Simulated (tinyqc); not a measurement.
# FinFET, parasitic resistance, capacitance and delay: what each parasitic element costs

Nf fins under one contact; each has gated perimeter p = 2 Hf + Wf and cross-section A = Hf Wf; contact width Wc = Nf pf, stack height Hs = Hf. Contact length Lc = CPP - Lg - 2 Lsp, shared by two neighbouring gates. Source and drain sides are equal. The formulas are first-order estimates, not field solutions.

Epitaxy sheet resistance Rsh = re/te, transfer length LT = sqrt(rc/Rsh), contact Rc = [sqrt(rc Rsh)/Wc] coth(Lc/(2 LT)); extension of one fin Rx = rx Lsp/A. With N fins: gate Cg = Cinv p N Lg; per side, plate Cp = ks eps0 [Wc (Hs + Hc) - N A]/Lsp, top fringe Cf = (2/pi) ks eps0 Wc ln(1 + Lg/(2 Lsp)), overlap Co = Cinv p N Lov. One fin: I = p Q vx u/(1 + |u|^1.8)^(1/1.8), Q = Cinv n Vt ln(1 + exp((Vg' - VT + dl Vd')/(n Vt))), u = Vd' mu/(vx Lg), Vg' = Vgs - v, Vd' = Vds - 2 v, with the drop on each side v = Rc (sum of I) + Rx I. Ieff = [I(Vgs = Vdd, Vds = Vdd/2) + I(Vdd/2, Vdd)]/2, total currents. With Cs = Cp + Cf + Co, the load of an inverter of two such devices driving an equal one is CL = 2 (Cg + 2 Cs) + 4 Cs + Cw (own drains counted twice for the Miller effect); delay CL Vdd/(2 Ieff). Each row removes one element and keeps the rest.

Inputs (values chosen for the exercise); values close to those of silicon logic devices:
- T = 300 K (temperature)
- Nf = 2 (number of fins)
- Hf = 35 nm (fin height)
- Wf = 6 nm (fin width)
- pf = 30 nm (fin pitch)
- CPP = 51 nm (contacted gate pitch)
- Lg = 14 nm (gate length)
- Lsp = 8 nm (spacer length)
- ks = 4.5 (relative permittivity of the spacer)
- Hc = 20 nm (gate height above the channel stack)
- rc = 1.1e-9 ohm cm^2 (contact resistivity)
- re = 0.00028 ohm cm (resistivity of the source-drain epitaxy)
- te = 15 nm (current-carrying depth of the epitaxy)
- rx = 0.00064 ohm cm (resistivity of the extension)
- Lov = 2 nm (gate overlap)
- Cinv = 2.9 uF/cm^2 (inversion capacitance)
- vx = 9.3e6 cm/s (injection velocity)
- mu = 130 cm^2/(V s) (apparent mobility)
- VT = 0.3 V (threshold at zero drain voltage)
- dl = 0.068 V/V (barrier lowering)
- n = 1.11 (subthreshold factor)
- Cw = 0.12 fF (wire load)
- Vdd = 0.6 V (supply voltage)

Constants: q = 1.602176634e-19 C, kB = 1.380649e-23 J/K, eps0 = 8.8541878128e-12 F/m, Vt = kB T/q. Results are converted to the units shown.

One element removed at a time:
```
,Ieff (uA),CL (aF),delay (ps)
as given,60.73,436.4,2.155
no contact resistance,66.35,436.4,1.973
no extension resistance,64.34,436.4,2.035
air spacer (ks = 1),60.73,341.2,1.685
no overlap,60.73,365.8,1.807
no wire,60.73,316.4,1.563
```

What does the table show?

Gains in delay, largest first: no wire 28 %, air spacer (ks = 1) 22 %, no overlap 16 %, no contact resistance 8.5 %, no extension resistance 5.6 %.

Numbers from tinyqc (`OMP_NUM_THREADS=1 python tinyqc.py 2170033 2170034 out.jsonl`; about 0.02 s on one thread of a shared Intel Xeon 2.30GHz).
